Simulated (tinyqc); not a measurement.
Correlation length: interface roughness in a thin film (subband fluctuation and scattering).

Square well of width t, barriers V0, c = hbar^2/2m0: E1 solves k t + 2 atan[(k/mz)/(kappa/mb)] = pi, k = sqrt(mz E/c), kappa = sqrt(mb (V0 - E)/c). One interface is rough, so the subband edge fluctuates by G dt with G = |dE1/dt| (central difference of 0.01 angstrom; 2 E1/t for hard walls).

Gaussian roughness spectrum S(q) = pi D^2 Lc^2 exp(-q^2 Lc^2/4). Degenerate gas, taken to fill one subband (the second starts to fill once c kF^2/md exceeds E2 - E1, which is not tested here): kF = sqrt(2 pi Ns/gv), q = 2 kF sin(theta/2), 1/tau = (md/(2 pi c hbar)) G^2 times the integral from 0 to pi of S(q)(1 - cos theta)/eps(q)^2 dtheta, eps(q) = 1 + qs/q with screening (qs = gv md q0/(c eps), q0 = e^2/(4 pi eps0), form factors left out, which overstates the screening; other scattering is left out too, so these values lie far above measured mobilities in all but the thinnest films) or 1 without; mobility = tau c2/md with c2 = e/m0 = 1.75882e15 cm^2/(V s^2); 1e12/cm^2 = 1e-4/angstrom^2.

Constants: hbar^2/2m0 = 3.80998211 eV angstrom^2; hbar = 6.58211957e-16 eV s; e^2/(4 pi eps0) = 14.39964547 eV angstrom.

Values chosen for the exercise (near those of a thin InGaAs channel; not measured data): t = 40 angstrom (film thickness); mz = 0.045 m0 (confinement mass); V0 = 2.04 eV (barrier); mb = 0.23 m0 (barrier mass); md = 0.044 m0 (mass in the plane); gv = 1 (valleys); D = 3.3 angstrom (rms height of the roughness); Ns = 0.61 x 1e12/cm^2 (sheet density); eps = 10.7 (mean dielectric constant at the channel); Ll = (4, 8, 14, 22, 35, 55, 90) angstrom (correlation lengths).

Fixed D; bare and screened mobility.

Results:
```
Lc (angstrom)  kF Lc  bare mobility (cm^2/(V s))  screened mobility (cm^2/(V s))
4               0.08                    2.26e+05                        4.94e+05
8               0.16                    5.73e+04                        1.25e+05
14              0.27                    1.94e+04                        4.26e+04
35              0.69                    4.15e+03                        9.25e+03
55              1.08                    2.71e+03                        6.26e+03
90              1.76                    3.15e+03                        8.36e+03
```

Give the missing row, Lc (angstrom) = 22.

Computed row:
```
Lc (angstrom)  kF Lc  bare mobility (cm^2/(V s))  screened mobility (cm^2/(V s))
22              0.43                    8.53e+03                        1.88e+04
```

The bare mobility is lowest at Lc = 55 angstrom of those listed (kF Lc = 1.08). The screened mobility is lowest at Lc = 55 angstrom of those listed (kF Lc = 1.08). Short roughness averages out (mobility as 1/Lc^2; the first two rows give exponent -1.98), and long roughness deflects only by small angles (bare mobility rising as Lc; the last two rows give 0.31).

(tinyqc, `OMP_NUM_THREADS=1 python tinyqc.py 1251378 1251379 out.jsonl`, Intel(R) Xeon(R) Processor @ 2.30GHz, 1 thread, shared host, about 0.01 s.)
